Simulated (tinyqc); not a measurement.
## Charge imbalance from the loss of breakdown voltage

Problem. In a superjunction of pillar doping N and length Lp an imbalance dl lowers BV by q |dl| N Lp^2/(4 eps0 eps_r), as long as the field reaches through the pillar. Find |dl| and the net dose error |dl| N wp.

Parameters, values chosen for the exercise:
```
symbol  value  unit                                     meaning
eps_r    12.1        relative permittivity of the semiconductor
wp          1    um                        width of each pillar
```

Constants: q = 1.602176634e-19 C, eps0 = 8.8541878128e-14 F/cm where lengths are in cm. Results are converted to the units shown.

BV balanced and BV measured (V): 510  302.15964
N = 2.6480056e16 cm^-3
Lp = 22.628482 um

Answer. The loss is linear in |dl|; its sign cannot be told from BV.

|dl| = 4.10 %
dose error = 1.09e11 cm^-2

Computed by the program tinyqc: `OMP_NUM_THREADS=1 python tinyqc.py 2590106 2590107 out.jsonl`, one thread of a shared Intel Xeon 2.30GHz, about 0.01 s for the whole run.
